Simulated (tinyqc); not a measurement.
# Gate voltage from the surface potential

Problem. At the source end, Vgs + Vsb - Vfb - psi = gamma sqrt(G), G = psi - Vt + Vt exp((psi - 2 phiF - Vsb)/Vt), and the voltage over the insulator is gamma sqrt(G). Find that voltage and Vgs.

Parameters, values chosen for the exercise:
```
symbol,value,unit,meaning
T,300,K,temperature
Vfb,-0.56,V,flat-band voltage
Vsb,0,V,source-body reverse bias
```

Constants: q = 1.602176634e-19 C, kB = 1.380649e-23 J/K, Vt = kB T/q. Results are converted to the units shown.

psi = 0.81869828 V
phiF = 0.34751003 V
gamma = 0.066619351 V^0.5

Solution. In this direction the relation is explicit: no iteration is needed.

voltage over the insulator = 0.131 V
Vgs = 0.390 V

Computed by the program tinyqc: `OMP_NUM_THREADS=1 python tinyqc.py 2360082 2360083 out.jsonl`, one thread of a shared Intel Xeon 2.30GHz, about 0.03 s for the whole run.
